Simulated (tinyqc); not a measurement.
Signal and retention of a DRAM cell: one step of the calculation.

A stored one starts at Vd and leaks: Cs dV/dt = -I(V), I = a sqrt((V + Vb)/(Vd + Vb)) + b, with a = Ig exp[-(Eg1 q/kB)(1/T - 1/T0)] (generation in a depletion layer) and b = Is exp[-(Es q/kB)(1/T - 1/T0)]. The bit line is precharged to Vd/2, and charge sharing gives the signal (V - Vd/2) Cs/(Cs + Cb).

Question. Retention time. With s = sqrt((Vc + Vb)/(Vd + Vb)), the time from Vd to Vc is t = [2 Cs (Vd + Vb)/a] [1 - s - (b/a) ln((a + b)/(a s + b))].

Inputs (values chosen for the exercise): array voltage Vd = 1.2 V; cell capacitance Cs = 10 fF; built-in plus back-bias voltage of the storage junction Vb = 1.39 V; junction leakage at V = Vd and T0 Ig = 0.53 fA; voltage-independent leakage at T0 Is = 0.15 fA; activation energy of Is Es = 0.37 eV; reference temperature T0 = 358 K; temperature T = 378 K; activation energy of Ig Eg1 = 0.54 eV.

Constants: q = 1.602176634e-19 C, kB = 1.380649e-23 J/K. Results are converted to the units shown.

Vc = 0.87 V

Find: a; b; retention time; estimate with the current held at a + b.

Answer.

a = 1.3381 fA
b = 0.28293 fA
retention time = 2.0925 s
estimate with the current held at a + b = 2.0357 s

Range of the model: Real arrays also hold a tail of unusually leaky cells and cells whose retention varies in time, which this model lacks.

tinyqc, about 0.01 s, one thread, Intel Xeon 2.30GHz (shared host): `OMP_NUM_THREADS=1 python tinyqc.py 2130107 2130108 out.jsonl`
